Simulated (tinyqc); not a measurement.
Two branches across an indirect gap: complex band structure along [001] in sp3s* tight binding.

For k = (0, 0, kz) the phase sums are g0 = cos(phi) and g3 = i sin(phi), phi = kz a/4, and the s, pz, s* orbitals of anion (a) and cation (c) decouple from px, py. With z = exp(i phi), H(z) = H0 + z T + T^T/z for any complex z. H0 is diagonal (Esa, Epa, Exa, Esc, Epc, Exc). The anion-cation block is B(z) = z U + W/z and the cation-anion block z W^T + U^T/z, where U has Vss/2 (s,s), Vsapc/2 (s,z), -Vscpa/2 (z,s), Vxx/2 (z,z), Vxapc/2 (s*,z), -Vpaxc/2 (z,s*), and W has the same values with the s-z and s*-z signs reversed. |z| = 1 is a band state, |z| < 1 decays along [001] as exp(-kappa d) over a distance d, kappa = -(4/a) ln|z|. No spin-orbit coupling.

Values chosen for the exercise (out of a larger set: near a published set for Ge, fitted to gaps, whose masses and valley positions are rough (light masses up to twice too heavy); not measured data): p = (-5.937, 1.616, -5.937, 1.616, 6.462, 6.462, -6.714, 1.598, 4.938, 5.457, 5.457, 5.248, 5.248) eV (order Esa, Epa, Esc, Epc, Exa, Exc, Vss, Vxx, Vxy, Vsapc, Vscpa, Vxapc, Vpaxc); a = 5.661 angstrom (lattice constant); Eg = 0.682 eV (top of the energy range, the indirect gap).

Ev = 0.01800 eV

The smallest kappa with Re kz = 0 and the smallest with Re kz > 0, at energies E from Ev; a dash: no such root.

Decay constants:

| E/Eg | E (eV) | kappa at Gamma (1/angstrom) | kappa off Gamma (1/angstrom) | its Re kz (2 pi/a) |
|---|---|---|---|---|
| 0.05 | 0.0341 | 0.0196 | 0.3998 | 0.786 |
| 0.20 | 0.1364 | 0.0366 | 0.3731 | 0.789 |
| 0.35 | 0.2387 | 0.0448 | 0.3436 | 0.792 |
| 0.50 | 0.3410 | 0.0485 | 0.3105 | 0.796 |
| 0.65 | 0.4433 | 0.0486 | 0.2724 | 0.799 |
| 0.80 | 0.5456 | 0.0449 | 0.2267 | 0.803 |
| 0.90 | 0.6138 | 0.0396 | 0.1893 | 0.805 |
| 0.97 | 0.6615 | 0.0339 | 0.1573 | 0.807 |

What does the comparison show, and why?

The branch at Gamma decays more slowly on all rows listed; the other takes over only closer to its band edge, where its kappa goes to zero. The two differ in Re kz, so passing from one to the other needs kz from an abrupt interface, a steep field, a phonon or a defect. Valleys off the [001] axis, such as L, are not seen on these branches.

Computed by tinyqc, a small Python program: `OMP_NUM_THREADS=1 python tinyqc.py 1481916 1481917 out.jsonl` (the numbers bound the seed that draws the inputs); one thread of a shared host (Intel(R) Xeon(R) Processor @ 2.30GHz), about 0.01 s for the whole set of steps.
